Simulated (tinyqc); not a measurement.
# MOSFET in the linear regime without short-channel effects, parameter extraction from computed curves, step by step

Program tinyqc, `OMP_NUM_THREADS=1 python tinyqc.py 2210126 2210127 out.jsonl`; Intel Xeon 2.30GHz, shared host, one thread, about 0.01 s. Printed values are rounded.

Inversion charge Q = Cox n Vt W0(exp((Vg - VT)/(n Vt))), W0 the Lambert function and n = nf; u = Q/Cox; mobility mu = mu0/(1 + th1 u + th2 u^2); channel resistance Rch = (L - dL)/(W mu Q); Id = Vd/(Rch + Rsd/W). Cox = eps0 eox/tox. Small Vd, no channel-length or drain effects.

Inputs (values chosen for the exercise); channel values of the order met in silicon transistors: temperature T = 300 K; relative permittivity of the gate insulator (close to silicon nitride) eox = 7.36; insulator thickness tox = 4.5 nm; low-field mobility mu0 = 170 cm^2/(V s); first mobility attenuation factor th1 = 0.15 1/V; second mobility attenuation factor th2 = 0 1/V^2; threshold voltage VT = 0.51 V; body factor nf = 1.12; gate width W = 10 um; drawn gate length L = 0.49 um; drawn less effective length dL = 0.006 um; source plus drain resistance Rsd = 180 ohm um; drain voltage Vd = 0.01 V.

Constants: q = 1.602176634e-19 C, kB = 1.380649e-23 J/K, Vt = kB T/q, eps0 = 8.8541878128e-14 F/cm where lengths are in cm. Results are converted to the units shown.

## Transfer curve

Vg, point 0 to 10 (V): 0.21  0.36  0.51  0.66  0.81  0.96  1.11  1.26  1.41  1.56  1.71

u, mu, Rch and Id as defined.

```
point       u (V)  mu (cm^2/(V s))  Rch (ohm)     Id (uA)
0      9.16002e-7          170.000  2.14628e8  4.65923e-5
1      1.61950e-4          169.996  1.21398e6  0.00823726
2       0.0164212          169.582    12001.8    0.831962
3        0.111072          167.214    1799.51     5.50204
4        0.238897          164.119    852.435     11.4885
5        0.375782          160.929    552.665     17.5234
6        0.516569          157.775    410.077     23.3603
7        0.659496          154.697    327.596     28.9356
8        0.803768          151.709    274.087     34.2363
9        0.948960          148.817    236.664     39.2675
10        1.09482          146.020    209.062     44.0408
```

## Threshold and mobility at the peak transconductance

gm_i = (Id_(i+1) - Id_(i-1))/(Vg_(i+1) - Vg_(i-1)); at the point j of largest gm the tangent meets the axis at V_ext = Vg_j - Id_j/gm_j; field-effect mobility gm_j L/(W Cox Vd) with the drawn L.

gm, point 1 to 9 (uS): 2.77305  18.3127  35.5218  40.0713  39.5725  38.0404  36.2536  34.4398  32.6814
j = 4
V_ext = 0.523298 V
field-effect mobility = 135.586 cm^2/(V s)

V_ext is 13 mV above the model VT, and the mobility so found is 21 % below mu0 L/(L - dL) = 172 cm^2/(V s), the value for the drawn L; attenuation, series resistance and the slow approach of Q to a straight line all lower the peak gm.

## The Y function

Y_i = Id_i/sqrt(gm_i). For Id = beta Vd x/(1 + th x), x = Vg - VT, Y = sqrt(beta Vd) x whatever th. Slope s from points 6 and 9; VT_Y = Vg - Y/s at point 9; beta = s^2/Vd; mobility beta L/(W Cox) with the drawn L; th* = (beta Vd x/Id - 1)/x at point 9.

Y, point 1 to 9 (uA^0.5 V^0.5): 0.00494657  0.194414  0.923159  1.81488  2.78562  3.78752  4.80570  5.83388  6.86883
s = 6.84735 uA^0.5 V^-0.5
VT_Y = 0.556863 V
beta = 4688.62 uA/V^2
mobility from Y = 158.645 cm^2/(V s)
th* = 0.197148 1/V

The mobility from Y is 7.8 % below mu0 L/(L - dL) = 172 cm^2/(V s), which it should reach in deep inversion when th2 = 0. th* compares with th1 + mu0 Cox Rsd/(L - dL) = 0.242 1/V, since series resistance enters like th1.
